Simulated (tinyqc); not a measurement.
# Threshold-voltage variability of a planar MOSFET, analytic estimates: effects of single changes

Three independent sources add in quadrature: random dopants in the depleted layer, metal-gate grains of two orientations, and roughness of the two gate edges acting through the roll-off VT = VT(long) - Vr exp(-L/l). These are first-order estimates: no three-dimensional electrostatics, no percolation.

Inputs (values chosen for the exercise); material values close to those of germanium: temperature T = 300 K; band gap Eg = 0.654 eV; relative permittivity of the semiconductor eps_r = 15.8; conduction-band density of states at T Nc = 1.03e19 cm^-3; valence-band density of states at T Nv = 5.95e18 cm^-3; channel doping Na = 2.7e18 cm^-3; oxide-equivalent thickness in inversion ti = 2.2 nm; gate length L = 32 nm; gate width W = 64 nm; metal grain size G = 7 nm; work-function difference of the two grain orientations dW = 0.1 eV; share of the orientation of higher work function p = 0.3; rms roughness of one gate edge De = 1.6 nm; correlation length of the roughness La = 30 nm; decay length of the threshold roll-off l = 5.4 nm; prefactor of the roll-off Vr = 1.8 V.

Constants: q = 1.602176634e-19 C, kB = 1.380649e-23 J/K, Vt = kB T/q, eps0 = 8.8541878128e-14 F/cm where lengths are in cm. Results are converted to the units shown.

Each table varies one quantity; the others keep the values above.

## Effect of the metal grain size

ni = sqrt(Nc Nv) exp(-Eg/(2 Vt)), Eg in volts; Cox = 3.9 eps0/ti; Wd = sqrt(4 eps0 eps_r Vt ln(Na/ni)/(q Na)); dopants: s1 = (q/Cox) sqrt(Na Wd/(3 L W)). Grains: Ng = L W/G^2 (at least 1), s2 = dW sqrt(p (1 - p)/Ng). Edges, with exponential correlation and u = W/La: the mean gate length has sL^2 = 2 De^2 (2/u)[1 - (1 - exp(-u))/u]; s3 = sL (Vr/l) exp(-L/l). s = sqrt(s1^2 + s2^2 + s3^2). l and Vr are held fixed.

The same in every row: s1 (mV) = 30.020; s3 (mV) = 1.4933.

Effect of the metal grain size:
```
G (nm)  s2 (mV)  s (mV)  s sqrt(L W) (mV um)
2        2.0252  30.126               1.3633
3        3.0378  30.211               1.3672
5        5.0631  30.481               1.3794
7        7.0883  30.882               1.3976
10       10.126  31.717               1.4354
14       14.177  33.233               1.5040
20       20.252  36.244               1.6402
```

As G goes from 2 to 20 nm, s rises from 30.1 to 36.2 mV. The dopants are the largest source in the first and the last row.

## Effect of the channel doping

Same model as above.

l and Vr are held fixed.

The same in every row: s2 (mV) = 7.088; s3 (mV) = 1.493.

Results:
```
Na (cm^-3)  s1 (mV)  s (mV)  s sqrt(L W) (mV um)
1.5e17        13.57   15.38               0.6959
2.6e17        15.81   17.39               0.7868
4.7e17        18.61   19.97               0.9039
1.5e18        25.58   26.59                1.203
2.6e18        29.71   30.58                1.384
4.5e18        34.48   35.23                1.594
8e18          40.28   40.93                1.852
```

Estimate the missing row, Na = 8.2e17 cm^-3.

Computed row:
```
Na (cm^-3)  s1 (mV)  s (mV)  s sqrt(L W) (mV um)
8.2e17        21.69   22.87                1.035
```

With this row back in the table: As Na goes from 1.5e17 to 8e18 cm^-3, s rises from 15.4 to 40.9 mV. The dopants are the largest source in the first and the last row. s1 goes on average as Na^(0.27), near the 1/4 expected from Na Wd. For Na = 1.5e17 to 8.2e17 cm^-3 the depletion depth exceeds L, so source and drain share much of the charge and s1 is rough.

## Effect of the oxide-equivalent thickness in inversion

Same model as above.

l and Vr are held fixed.

The same in every row: s2 (mV) = 7.088; s3 (mV) = 1.493.

Effect of the oxide-equivalent thickness in inversion:
```
ti (nm)  s1 (mV)  s (mV)  s sqrt(L W) (mV um)
0.8        10.92   13.10               0.5929
1.2        16.37   17.91               0.8103
1.6        21.83   23.00                1.041
2          27.29   28.24                1.278
2.4        32.75   33.54                1.518
2.8        38.21   38.89                1.760
3.2        43.67   44.26                2.003
```

What does the table show?

As ti goes from 0.8 to 3.2 nm, s rises from 13.1 to 44.3 mV. The dopants are the largest source in the first and the last row. s1 goes on average as ti^(1.00).

Program tinyqc, `OMP_NUM_THREADS=1 python tinyqc.py 2090021 2090022 out.jsonl`; Intel Xeon 2.30GHz, shared host, one thread, about 0.01 s.
